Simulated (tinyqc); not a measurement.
# Collinear exchange A + BC -> AB + C on a London-Eyring-Polanyi-Sato surface: saddle, string of images and rate, step by step

A worked calculation. Computed by tinyqc, a small Python program that keeps every step. Command: `OMP_NUM_THREADS=1 python tinyqc.py 3113675 3113676 out.jsonl leps walk`. One thread of a shared host (Intel(R) Xeon(R) Processor @ 2.30GHz), about 0.04 s of CPU time with the checks. Intermediate numbers are printed to about 7 digits and carried at full precision; extremes and crossings named in words are read from the listed rows.

x = r(AB), y = r(BC), r(AC) = x + y. V is counted from separated atoms, the barrier from A + BC, that is V + D(BC).

Inputs (values chosen for the exercise, for a model exchange):
```
quantity            value           unit
D(AB)                4.19             eV
r0(AB)               1.32       angstrom
beta(AB)             1.56     1/angstrom
D(BC)                4.77             eV
r0(BC)               1.39       angstrom
beta(BC)             1.53     1/angstrom
D(AC)                3.21             eV
r0(AC)               1.47       angstrom
beta(AC)             1.99     1/angstrom
Sato parameter S    0.098              -
mass of A              35              u
mass of B              16              u
mass of C              35              u
temperature T        1200              K
step of the string  0.015  angstrom^2/eV
```

Constants: nu for 1 eV/(angstrom^2 u) = 15.6333042 THz; h x 1 THz = 4.135667696 meV; k_B = 1.380649e-23 J/K; u = 1.6605390666e-27 kg; k_B = 8.617333262e-05 eV/K.

## One point of the surface

For each pair, with u = exp(-beta (r - r0)): Q = D [(3 + S) u^2 - (2 + 6 S) u]/(4 (1 + S)), J = D [(1 + 3 S) u^2 - (6 + 2 S) u]/(4 (1 + S)); V = Q1 + Q2 + Q3 - sqrt(((J1 - J2)^2 + (J2 - J3)^2 + (J3 - J1)^2)/2). Take x = r0(AB) + 0.3 and y = r0(BC) + 0.1 angstrom.

Pair terms:
```
pair          u      Q (eV)     J (eV)
AB    0.6262535  -0.3870682  -3.217646
BC    0.8581297   0.0656918  -4.739685
AC    0.0382504  -0.0690380  -0.171833
```

V = -4.418990 eV

## Relaxing the string

String of 9 images between the fixed ends (r0(AB) + 2, r0(BC)) and (r0(AB), r0(BC) + 2), started on the two straight legs through (r0(AB) + 0.3, r0(BC) + 0.3): each iteration moves the inner images by -step x gradient (central differences) and spaces them evenly again along the broken line (coordinates are kept between 0.2 and 8 angstrom); stop when no coordinate changes by more than 1e-5 angstrom, at most 400 iterations.

Course:
```
iteration  highest inner image above A + BC (eV)  largest move (angstrom)
1                                      0.8240282             3.418400e-02
2                                      0.7812062             3.041181e-02
3                                      0.7472636             2.609238e-02
4                                      0.7212212             2.174924e-02
5                                      0.7018261             1.772283e-02
6                                      0.6877552             1.418306e-02
7                                      0.6777788             1.148372e-02
...                                          ...                      ...
41                                     0.6563722             2.566511e-05
42                                     0.6563710             2.152570e-05
43                                     0.6563699             1.804726e-05
44                                     0.6563691             1.512579e-05
45                                     0.6563684             1.267330e-05
46                                     0.6563678             1.061541e-05
47                                     0.6563673             8.889326e-06
```

Images at the end:
```
image  x (angstrom)  y (angstrom)  V + D(BC) (eV)
0          3.320000      1.390000       0.0220737
1          2.864688      1.391279       0.0452940
2          2.409397      1.395649       0.0934701
3          1.955110      1.421289       0.1955038
4          1.542494      1.605985       0.4479850
5          1.365919      2.025560       0.6563673
6          1.329839      2.479442       0.6559854
7          1.322259      2.934691       0.6259469
8          1.320000      3.390000       0.6046882
```

last move = 8.889326e-06 angstrom

Converged in 47 iterations.

## Saddle by Newton steps

From the highest inner image, z -> z - H^-1 g with gradient g and Hessian H by central differences, steps capped at 0.15 angstrom, 12 steps.

The first seven points:
```
step         x         y  V + D(BC) (eV)  |g| (eV/angstrom)
0     1.365919  2.025560       0.6563673       1.295916e-01
1     1.344445  2.153629       0.6662094       8.390017e-02
2     1.343975  2.205291       0.6667884       6.766017e-03
3     1.344005  2.209415       0.6667911       3.858705e-05
4     1.344005  2.209440       0.6667911                  0
5     1.344005  2.209440       0.6667911                  0
6     1.344005  2.209440       0.6667911                  0
```

saddle (x, y) (angstrom): 1.344005  2.209440

barrier = 0.6667911 eV

Hessian (eV/angstrom^2):
```
          x         y
x  17.36455   1.46193
y   1.46193  -0.33134
```

The highest image lies 10.4 meV below the saddle. Stretches at the saddle: AB 0.024, BC 0.819 angstrom, for a reaction energy D(BC) - D(AB) = +0.58 eV: a late barrier for an endothermic step.

## Frequencies at the saddle

Wilson matrix G = [[1/m_A + 1/m_B, -1/m_B], [-1/m_B, 1/m_B + 1/m_C]]; eigenvalues lambda of G H give nu = 15.6333042 THz x sqrt(|lambda|), the negative one being imaginary. Reactant: nu_BC from k = 2 D beta^2 and 1/m_B + 1/m_C. Skew angle: cos = sqrt(m_A m_C/((m_A + m_B)(m_B + m_C))).

imaginary frequency = 2.464347 THz

real frequency at the saddle = 18.45357 THz

nu_BC = 22.29500 THz

skew angle = 46.66408 degrees

## Transition-state rate

One-dimensional rate constant without tunnelling, k = sqrt(k_B T/(2 pi mu)) [sinh(h nu_BC/(2 k_B T))/sinh(h nu_s/(2 k_B T))] exp(-barrier/(k_B T)) with mu = m_A (m_B + m_C)/(m_A + m_B + m_C); Wigner factor 1 + (h nu_i/(k_B T))^2/24; adiabatic barrier = barrier + h (nu_s - nu_BC)/2.

adiabatic barrier = 0.6588477 eV

rate constant k = 53.46340 cm/s

Wigner factor = 1.000405

## Rate against temperature

The formulas are those given above.

Rates; the last column is k_B T^2 d ln k/dT:
```
T (K)      k (cm/s)  Wigner factor  activation energy (eV)
300    1.212036e-07       1.006476               0.6733006
400    8.344702e-05       1.003643               0.6786202
550    1.841222e-02       1.001927               0.6862303
750    8.965122e-01       1.001036               0.6958401
1000   1.349978e+01       1.000583               0.7073693
1400   1.446798e+02       1.000297               0.7252930
2000   9.042412e+02       1.000146               0.7516803
```

The activation energy goes from 0.673 eV at 300 K, near the adiabatic barrier plus k_B T/2 (0.672), to 0.752 eV at 2000 K; the classical limit is the barrier plus k_B T/2 (0.753).

Checks made by the program: V for A far away against -D(BC) (relative difference below 1e-10).
